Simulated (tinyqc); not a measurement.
Effective charge: two electrons on one impurity (helium-like model).

Units Ha* = 2 Ry m/eps^2 and a* = a0 eps/m. One electron is bound by Z^2/2. Two electrons in the singlet built from exp(-a r) and exp(-b r): S = 8 (ab)^(3/2)/(a + b)^3, h_aa = a^2/2 - Z a, h_bb alike, h_ab = S (ab/2 - Z (a + b)/2), J = ab (a^2 + 3ab + b^2)/(a + b)^3, K = 20 (ab)^3/(a + b)^5, E = (h_aa + h_bb + 2 S h_ab + J + K)/(1 + S^2). For a = b this is a^2 - 2 Z a + 5a/8. Real double donors are deeper, since the central cell is left out.

Inputs chosen for the exercise (out of a larger set: near those of impurities in Ge; not measured data): m = 0.163 m0 (one mean mass); eps = 16.4 (dielectric constant); Zs = (0.97, 1.03, 1.29, 1.62, 1.81, 2.73, 3.95) (charges).

Ha* = 16.4911 meV

Binding of the first electron, of the second (-E - Z^2/2) with equal and with unequal orbitals, and U, the first less the second (unequal).

Results (meV):

| Z | first | second, equal | second, unequal | a/b | U | U/(Z Ha*) |
|---|---|---|---|---|---|---|
| 0.97 | 7.8 | -0.63 | 0.07 | 4.09 | 7.7 | 0.481 |
| 1.03 | 8.7 | -0.26 | 0.39 | 3.39 | 8.4 | 0.492 |
| 1.62 | 21.6 | 6.55 | 7.04 | 2.05 | 14.6 | 0.546 |
| 1.81 | 27.0 | 9.97 | 10.44 | 1.93 | 16.6 | 0.555 |
| 2.73 | 61.5 | 34.93 | 35.36 | 1.63 | 26.1 | 0.580 |
| 3.95 | 128.7 | 89.55 | 89.97 | 1.48 | 38.7 | 0.594 |

Give the missing row, Z = 1.29.

Computed row:
```
Z     first  second, equal  second, unequal   a/b     U  U/(Z Ha*)
1.29   13.7           2.04             2.58  2.44  11.1      0.524
```

Equal orbitals bind a second electron only above Z = (5/16)/(1 - 1/sqrt2) = 1.067; unequal ones do so in 7 of the 7 rows. Their gain is 0.70 meV in the first row and 0.42 in the last, while the second binding grows to 90 meV, so the gain decides the matter only near Z = 1. U grows almost linearly with Z: U/(Z Ha*) goes from 0.481 to 0.594, towards 5/8, while the first binding grows as Z^2. Angular correlation is left out: at Z = 1 this function binds the second electron by 0.0133 Ha*, half the exact 0.0278.

tinyqc: `OMP_NUM_THREADS=1 python tinyqc.py 1281647 1281648 out.jsonl`; about 0.04 s, one thread, shared Intel(R) Xeon(R) Processor @ 2.30GHz.
